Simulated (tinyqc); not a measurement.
Comparisons within one model: model-solid line-up of a strained alloy layer on a substrate. A value that a table varies takes the place of the one given here.

All values of the alloy are linear in x but the gap, Eg(x) = (1 - x) Eg_A + x Eg_B - C x (1 - x), and the valence edge, Ev(x) = (1 - x) Ev_A + x Ev_B + fv C x (1 - x); Ec = Ev + Eg. Ev is the top of the unstrained valence band on a scale common to all materials. In the layer only the Gamma valley of the conduction band is followed, also where an X or L valley would lie lower.

Coherent growth on a (111) face: e_par = (a_s - a)/a, e_perp = -(2 C11 + 4 C12 - 4 C44)/(C11 + 2 C12 + 4 C44) e_par; exx = eyy = ezz = (2 e_par + e_perp)/3 and exy = eyz = ezx = (e_perp - e_par)/3.

Strained edges: Ec + ac tr(e); the valence edges are Ev plus the levels of the 6 x 6 matrix of X, Y, Z times spin with -Dso/3 + l exx + m (eyy + ezz) on the diagonal (cyclic), n exy off it, l = av + 2 b, m = av - b, n = sqrt(3) d. Spin-orbit term (Dso/3) L.sigma on X, Y, Z with (L_k)_ij = -i epsilon_kij: <X+|H|Y+> = -i Dso/3, <X+|H|Z-> = Dso/3, <Y+|H|Z-> = -i Dso/3, <Z+|H|X-> = -Dso/3, <Z+|H|Y-> = i Dso/3, <X-|H|Y-> = i Dso/3, and their conjugates; + and - are the spin along z.

dEc = Ec(substrate) - Ec(layer), dEv = Ev(layer) - Ev(substrate); positive values confine the carrier in the layer. Type I: both of one sign; type II: opposite signs; type III: the gaps do not overlap.

Coherent growth: e_par = (a_s - a)/a. (001): e_perp = -2 (C12/C11) e_par; exx = eyy = e_par, ezz = e_perp, no shear. (111): e_perp = -(2 C11 + 4 C12 - 4 C44)/(C11 + 2 C12 + 4 C44) e_par; exx = eyy = ezz = (2 e_par + e_perp)/3 and exy = eyz = ezx = (e_perp - e_par)/3. (110): e_perp = -(C11 + 3 C12 - 2 C44)/(C11 + C12 + 2 C44) e_par; exx = eyy = (e_par + e_perp)/2, ezz = e_par, exy = (e_perp - e_par)/2, eyz = ezx = 0.

Inputs chosen for the exercise (A near GaAs, B near GaSb, substrate near InAs; shifted at random, so the results belong to these values and not to a real crystal): a = (5.653, 6.089) angstrom (lattice constant of A, B); Eg = (1.532, 0.807) eV (gap at Gamma to the s-like level of A, B); Dso = (0.338, 0.753) eV (spin-orbit splitting of A, B); Ev = (-0.8, -0.03) eV (top of the unstrained valence band of A, B); ac = (-7.19, -7.43) eV (conduction deformation potential of A, B); av = (1.15, 0.79) eV (valence hydrostatic potential of A, B); b = (-1.99, -2.03) eV (tetragonal shear potential of A, B); d = (-4.79, -4.68) eV (trigonal shear potential of A, B); C11 = (122, 89.5) GPa (of A, B); C12 = (56.6, 39.9) GPa (of A, B); C44 = (60.2, 42.8) GPa (of A, B); C = 1.548 eV (bowing of the gap); fv = 0.6 (share of the bowing taken by the valence edge); a_s = 6.061 angstrom (substrate); Eg_s = 0.414 eV (lowest gap of the substrate); Ev_s = -0.59 eV (substrate valence edge); face = 111 (growth face); x = 0.96 (fraction of B).

## Composition against offsets

Each composition is strained to the same substrate.

Results:
```
x     e_par (%)  relaxed gap (eV)  strained gap (eV)  valence splitting (meV)  dEc (eV)  dEv (eV)  type
0.54       2.93             0.756              0.231                      277    -0.454     0.637   III
0.60       2.48             0.725              0.287                      229    -0.512     0.638   III
0.67       1.95             0.704              0.364                      175    -0.585     0.635   III
0.73       1.50             0.698              0.439                      132    -0.652     0.627   III
0.79       1.06             0.702              0.522                       91    -0.723     0.614   III
0.85       0.62             0.718              0.614                       52    -0.798     0.598   III
0.92       0.11             0.751              0.732                        9    -0.891     0.573   III
0.98      -0.32             0.791              0.818                       25    -0.975     0.572   III
```

The alloy matches the substrate at x = 0.936, where the top valence edge changes its character and the splitting passes through zero. The strained gap runs from 0.231 to 0.818 eV, against 0.756 to 0.791 eV for the relaxed alloy: strain adds to the change. Strains above 2 % can be kept only in layers of a few nanometres. The line-up is type III throughout.

## The same layer on three faces

Composition and substrate are kept.

Results:
```
face   e_perp (%)  tr(e) (%)  shift of Ec (meV)  shift of Ev (meV)  valence splitting (meV)  gap (eV)
(001)       0.155     -0.192               14.3                5.1                     13.2    0.7857
(111)       0.085     -0.262               19.5                4.9                     13.9    0.7911
(110)       0.100     -0.248               18.4                5.0                     13.9    0.7899
```

The layer yields most along the normal on (001) and least on (111), so the volume change, and with it the shift of Ec, is largest on (111). The valence splitting, set by b on (001), by d on (111) and by both on (110), is largest on (111). The gaps span 5 meV, from (001) to (111).

## What each parameter does

Strained gap, valence splitting and offsets. Each row changes one parameter from the base and keeps the others.

Results:
```
case                      gap (eV)  splitting (meV)  dEc (eV)  dEv (eV)
base                        0.7911             13.9   -0.9469    0.5698
x = 0.73                    0.4390            132.0   -0.6515    0.6265
a_s = 6.041 angstrom        0.8187             39.4   -0.9838    0.5791
C = 1.648 eV                0.7873             13.9   -0.9454    0.5721
fv = 0.8                    0.7911             13.9   -0.9588    0.5817
Ev_s = -0.54 eV             0.7911             13.9   -0.8969    0.5198
ac = (-8.268, -8.544) eV    0.7940             13.9   -0.9498    0.5698
d = (-5.508, -5.382) eV     0.7901             16.0   -0.9469    0.5708
b = (-2.288, -2.334) eV     0.7911             13.9   -0.9469    0.5698
```

The largest shifts from the base row, up to three for each result and ties (the steps differ in size, so this ranks the rows, not the parameters). gap (eV): x -0.3521, a_s +0.0276, C -0.0038; unchanged at the printed digits by fv, Ev_s and b. splitting (meV): x +118.1, a_s +25.6, d +2.1; unchanged at the printed digits by C, fv, Ev_s, ac and b. dEc (eV): x +0.2954, Ev_s +0.0500, a_s -0.0369; unchanged at the printed digits by d and b. dEv (eV): x +0.0567, Ev_s -0.0500, fv +0.0119; unchanged at the printed digits by ac and b.

Program tinyqc; command `OMP_NUM_THREADS=1 python tinyqc.py 1080433 1080434 out.jsonl`; about 0.02 s on one thread of a shared Intel(R) Xeon(R) Processor @ 2.30GHz.
